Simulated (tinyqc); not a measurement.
Square on-chip spiral inductor, lumped pi model: two steps of the calculation.

Outer diameter do = di + 2 n wd + 2 (n - 1) sp, mean da = (do + di)/2, fill p = (do - di)/(do + di), length l = 4 n da. L = 2.34 mu0 n^2 da/(1 + 2.75 p), mu0 = 4 pi 1e-7 H/m. Rs = rho l/(wd delta (1 - exp(-th/delta))), delta = sqrt(rho/(pi f mu0)). Cs = n wd^2 eps0 eo/hu across the coil. At each end Cox = l wd eps0 eo/(2 ho) leads to the substrate branch Rsi = 2 rs he/(l wd) in parallel with Csi = l wd eps0 11.7/(2 he). With one end grounded Y = 1/(Rs + i w L) + i w Cs + 1/[1/(i w Cox) + 1/(1/Rsi + i w Csi)], w = 2 pi f; Q = -Im Y/Re Y. Eddy currents in neighbouring turns and in the substrate are left out.

Parameters, values chosen for the exercise; values of the order met in silicon radio-frequency processes:
```
symbol  value     unit                                     meaning
n         3.5                                      number of turns
wd          4       um                                  line width
sp          3       um                         space between turns
di         80       um                              inner diameter
th        0.9       um                             metal thickness
rho       2.2  uohm cm                           metal resistivity
ho        5.9       um                        oxide below the coil
hu        0.6       um            oxide between coil and underpass
eo        3.9                   relative permittivity of the oxide
rs       1000   ohm cm                       substrate resistivity
he         80       um  effective spreading depth in the substrate
f         5.2      GHz                                   frequency
```

Constants: eps0 = 8.8541878128e-12 F/m. Results are converted to the units shown.

Problem 1. Geometry and model elements. do, l, L, delta, Rs, Cs, Cox, Rsi and Csi as defined.

Wanted: do; l; L; delta; Rs; Cs; Cox; Rsi; Csi.

Solution 1.

do = 123.00 um
l = 1421.0 um
L = 2.3104 nH
delta = 1.0352 um
Rs = 12.999 ohm
Cs = 3.2229 fF
Cox = 16.634 fF
Rsi = 2.8149e5 ohm
Csi = 3.6802 fF

Problem 2. Admittance, quality factor and apparent inductance. Series branch 1/(Rs + i w L), substrate branch, total Y, Q = -Im Y/Re Y, apparent inductance Im(1/Y)/w, metal-only value w L/Rs, share of the loss in the substrate Re(substrate branch)/Re Y.

L = 2.3103658 nH
Rs = 12.998910 ohm
Cs = 3.2229244 fF
Cox = 16.633567 fF
Rsi = 2.8149191e5 ohm
Csi = 3.6801768 fF

Find: series branch; substrate branch; Y; Q; apparent inductance; w L/Rs; share of the loss in the substrate.

Solution 2.

series branch = 2.22-12.87i mS
substrate branch = 0.00238+0.09847i mS
Y = 2.22-12.66i mS
Q = 5.709
apparent inductance = 2.345 nH
w L/Rs = 5.807
share of the loss in the substrate = 0.1074 %

Q is 98.3 % of the metal-only value.

Program tinyqc, `OMP_NUM_THREADS=1 python tinyqc.py 2302166 2302167 out.jsonl`; Intel Xeon 2.30GHz, shared host, one thread, about 0.01 s.
